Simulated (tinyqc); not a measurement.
The starting point: quasiparticle equation with a plasmon-pole self-energy for two band edges.

For each edge E = e + X + Sc(E), with the correlation part Sc(E) = A[0]/(E - a + w) + A[1]/(E - b - w); a and b are the valence and conduction energies that enter the Green function (a = ev, b = ec in the one-shot scheme). Z = 1/(1 - dSc/dE), dSc/dE = -A[0]/(E - a + w)^2 - A[1]/(E - b - w)^2.

Values chosen for the exercise (scales of the order of those of AlN; the results hold for these values, not for the real material):
- ev = 0 eV (mean-field valence top)
- ec = 4.35 eV (mean-field conduction edge)
- w = 17.5 eV (pole energy)
- Av = (42, 16.9) eV^2 (weights of the valence state on the hole and electron poles)
- Ac = (15.2, 39.7) eV^2 (the same for the conduction state)
- Xv = -2.63 eV (exchange minus the mean-field potential, valence)
- Xc = 2.9 eV (the same, conduction)

The mean-field gap is opened by d (ev lowered by d/2, ec raised by d/2) and X is changed by the opposite amounts, so that e + X stays; one-shot and G-updated gaps.

Gaps (eV):

| d | start | one-shot | update G |
|---|---|---|---|
| 0.0 | 4.350 | 6.3370 | 6.5464 |
| 0.2 | 4.550 | 6.3571 | 6.5464 |
| 0.4 | 4.750 | 6.3770 | 6.5464 |
| 0.6 | 4.950 | 6.3967 | 6.5464 |
| 0.9 | 5.250 | 6.4259 | 6.5464 |
| 1.2 | 5.550 | 6.4547 | 6.5464 |
| 1.6 | 5.950 | 6.4924 | 6.5464 |

The one-shot gap moves by a fraction 0.10 of any change of the starting gap, while the updated gap, 6.5464 eV, does not depend on it. The two agree where the start already equals the result, near d = 2.20 eV. A real change of starting point alters the orbitals and the screening too; this model holds both fixed.

(tinyqc, `OMP_NUM_THREADS=1 python tinyqc.py 1851010 1851011 out.jsonl`, Intel(R) Xeon(R) Processor @ 2.30GHz, 1 thread, shared host, about 0.02 s.)
